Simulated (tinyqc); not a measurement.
From results back to parameters: Weaire-Thorpe hybrids on a Bethe lattice: gap and dangling bond of an amorphous tetrahedral solid.

Problem. In the Weaire-Thorpe model the two p-like peaks lie at -V2 + V1 and V2 + V1, and the guaranteed gap is 2 V2 - 4 V1. The peak positions come from hidden V1 and V2.

peaks (eV): bonding -2.450, antibonding 6.290

Find: V1, V2; guaranteed gap; lowest possible level -3 V1 - V2.

Solution. The mean of the peaks is V1 and half their distance V2.

V1, V2 (eV): 1.92  4.37

guaranteed gap = 1.06 eV
lowest possible level -3 V1 - V2 = -10.13 eV

Program tinyqc; command `OMP_NUM_THREADS=1 python tinyqc.py 1452794 1452795 out.jsonl`; about 0.03 s on one thread of a shared Intel(R) Xeon(R) Processor @ 2.30GHz.
